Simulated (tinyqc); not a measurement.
Five-level k.p model folded onto the conduction band: one step. Exact folding onto c. Three cases, with inputs chosen for the exercise.

Problem. Solve E = H_cc + S(E), S(E) = sum_j H_cj^2/(E - H_jj), from E = H_cc, by plain substitution and by Newton steps on E - H_cc - S(E). The weight of c in the state is Z = 1/(1 - dS/dE). The exact level is the third eigenvalue of H from below.

Case 1.

H (eV), rows c, lh, so, G8 up, G7 up and columns alike:
```
[[0.2396914, 0.0702690, 0.0496877, 0.0310962, 0.0219883],
 [0.0702690, 0, 0, 0, 0],
 [0.0496877, 0, -0.8530000, 0, 0],
 [0.0310962, 0, 0, 3.5100000, 0],
 [0.0219883, 0, 0, 0, 3.1800000]]
```

Case 2.

H (eV), rows c, lh, so, G8 up, G7 up and columns alike:
```
[[0.8282015, 0.1894084, 0.1339320, 0.0613370, 0.0433718],
 [0.1894084, 0, 0, 0, 0],
 [0.1339320, 0, -0.7490000, 0, 0],
 [0.0613370, 0, 0, 3.4400000, 0],
 [0.0433718, 0, 0, 0, 3.0900000]]
```

Case 3.

H (eV), rows c, lh, so, G8 up, G7 up and columns alike:
```
[[1.4348768, 0.5814836, 0.4111710, 0.3017170, 0.2133462],
 [0.5814836, 0, 0, 0, 0],
 [0.4111710, 0, -0.1080000, 0, 0],
 [0.3017170, 0, 0, 4.7800000, 0],
 [0.2133462, 0, 0, 0, 4.7100000]]
```

Give: Iterates (eV); exact level; Z.

Solution.

Case 1.

Iterates (eV):
```
step  substitution   Newton
0          0.23969  0.23969
1          0.26209  0.26028
2          0.26028  0.26041
3          0.26042  0.26041
4          0.26041  0.26041
5          0.26041  0.26041
6          0.26041  0.26041
7          0.26041  0.26041
```

exact level = 0.26041 eV
Z = 0.9303

Substitution multiplies the error by about dS/dE = 1 - 1/Z = -0.075 a step, so it alternates; after 7 steps it is off by 3.0e-10 eV, while Newton is within 1e-5 eV from step 2 on.

Case 2.

Iterates (eV):
```
step  substitution   Newton
0          0.82820  0.82820
1          0.88062  0.87763
2          0.87763  0.87778
3          0.87779  0.87778
4          0.87778  0.87778
5          0.87778  0.87778
6          0.87778  0.87778
7          0.87778  0.87778
```

exact level = 0.87778 eV
Z = 0.9485

Substitution multiplies the error by about dS/dE = 1 - 1/Z = -0.054 a step, so it alternates; after 7 steps it is off by 7.3e-11 eV, while Newton is within 1e-5 eV from step 2 on.

Case 3.

Iterates (eV):
```
step  substitution   Newton
0          1.43488  1.43488
1          1.73899  1.67863
2          1.67559  1.68531
3          1.68713  1.68531
4          1.68498  1.68531
5          1.68538  1.68531
6          1.68530  1.68531
7          1.68532  1.68531
```

exact level = 1.68531 eV
Z = 0.8431

Substitution multiplies the error by about dS/dE = 1 - 1/Z = -0.186 a step, so it alternates; after 7 steps it is off by 2.2e-06 eV, while Newton is within 1e-5 eV from step 2 on.

Computed by tinyqc, one run a case: `OMP_NUM_THREADS=1 python tinyqc.py N N+1 out.jsonl` with N = 1081302, 1081382, 1081389; one thread of a shared Intel(R) Xeon(R) Processor @ 2.30GHz, about 0.01 s a run at most.
